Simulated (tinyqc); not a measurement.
# Changing the finger pitch s

Model: self-heating of a transistor with one or more fingers, with temperature-dependent conductivity. Computed by tinyqc, a small Python program. Command: `OMP_NUM_THREADS=1 python tinyqc.py 3016251 3016252 out.jsonl selfheat sweep`. One thread of a shared host (Intel(R) Xeon(R) Processor @ 2.30GHz), about 0.08 s of CPU time with the checks.

N long parallel fingers lie on the top face of a slab whose bottom is held at T_0; the top is otherwise insulated, and heat flows in two dimensions. P in W/mm is 1000 P in W/m.

Inputs (values chosen for the exercise, modelled on sapphire): conductivity at the base temperature kappa_0 = 35 W/(m K); exponent m in kappa ~ T^-m = 1.17; base temperature T_0 = 300 K; power per gate width P = 0.29 W/mm; fingers N = 3; width of the heat source w = 0.45 micrometre; substrate thickness t = 180 micrometre.

Power: fixed power.

Method:
- A line source of power P on the top face raises the top at distance x by (P/(pi kappa_0)) g(x), g(x) = -ln tanh(pi x/(4 t)) (the image sum for the slab). On a strip of width w the centre sees the mean of g over the strip, g_0 = 1 + ln(8 t/(pi w)) for w much below t.
- theta_i = (P/(pi kappa_0)) [g_0 + sum over j != i of g(|i - j| s)], with equal powers and constant conductivity; thermal resistance = largest theta/P.
- Kirchhoff transformation for kappa = kappa_0 (T/T_0)^-m: T = T_0 [1 - (m - 1) theta/T_0]^(-1/(m - 1)), where theta is the linear rise.
- The bracket vanishes at the power P T_0/((m - 1) theta).

One run for each value:
```
finger pitch s (micrometre)  thermal resistance (K mm/W)  true rise (K)  peak temperature (K)
4.0                                               145.72         45.973                345.97
6.9                                               135.81         42.595                342.60
12.0                                              125.75         39.209                339.21
20.0                                              116.49         36.125                336.12
35.0                                              106.41         32.803                332.80
59.0                                               97.16         29.793                329.79
100.0                                              88.28         26.928                326.93
170.0                                              80.48         24.440                324.44
300.0                                              74.74         22.622                322.62
```

What does the table show, and why?

Over the rows, thermal resistance (K mm/W) falls from 146 to 74.7 (exponent d ln y / d ln x between -0.18 and -0.13); true rise (K) falls from 46.0 to 22.6 (exponent d ln y / d ln x between -0.19 and -0.14); peak temperature (K) falls from 346 to 323 (exponent d ln y / d ln x -0.018 between the first rows and -0.0099 between the last). Coupling dies exponentially once the pitch passes about the thickness, 180 micrometre.

Extremes, crossings and ranges named in words are read from the listed rows.
